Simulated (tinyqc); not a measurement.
## Capacitances against the space between lines

Endless row of lines of width wl, height tl and space sl between grounded planes at distance hd; e2 fills the gaps beside the lines, e1 the rest. Laplace's equation is solved on meshes of 3, 6 and 12 steps per unit u and extrapolated (Aitken), which is good to about 0.2 %. C_even (all lines at 1 V) is the capacitance Cg to the planes; C_odd (neighbours in antiphase) = Cg + 4 Cc if only nearest neighbours couple, which defines Cc; total with quiet neighbours Cg + 2 Cc. Plate values 2 eps0 e1 wl/hd and eps0 e2 tl/sl.

Inputs (values chosen for the exercise): relative permittivity above and below the lines e1 = 3; relative permittivity between the lines e2 = 7; line width, in units u wl = 6 u; line height tl = 8 u; distance to each plane hd = 6 u.

Constants: eps0 = 8.8541878128e-12 F/m. Results are converted to the units shown.

The same in every row: plate Cg (aF/um) = 53.1.

Capacitances against the space between lines:

| sl (u) | Cg (aF/um) | Cc (aF/um) | Cg + 2 Cc (aF/um) | C_odd (aF/um) | plate Cc (aF/um) | share of coupling, 2 Cc/(Cg + 2 Cc) (%) |
|---|---|---|---|---|---|---|
| 2 | 70.3 | 271 | 613 | 1.16e3 | 248 | 88.5 |
| 4 | 86.4 | 136 | 359 | 631 | 124 | 75.9 |
| 6 | 102 | 87.9 | 277 | 453 | 82.6 | 63.4 |
| 8 | 115 | 62.5 | 240 | 365 | 62.0 | 52.0 |
| 12 | 139 | 35.5 | 210 | 281 | 41.3 | 33.8 |
| 16 | 156 | 21.4 | 199 | 242 | 31.0 | 21.5 |
| 24 | 177 | 8.24 | 194 | 210 | 20.7 | 8.50 |

As sl goes from 2 to 24, Cg rises from 70.3 to 177 aF/um, Cc falls from 271 to 8.24 aF/um and the share of coupling falls from 88.5 to 8.50 %. Cg is 1.32 times its plate value in the first row and 3.34 times in the last; for Cc the ratios are 1.09 and 0.399. Neighbours in antiphase raise the load by a factor of 1.89 and 1.08 over quiet ones.

Numbers from tinyqc (`OMP_NUM_THREADS=1 python tinyqc.py 2790134 2790135 out.jsonl`; about 1 s on one thread of a shared Intel Xeon 2.30GHz).
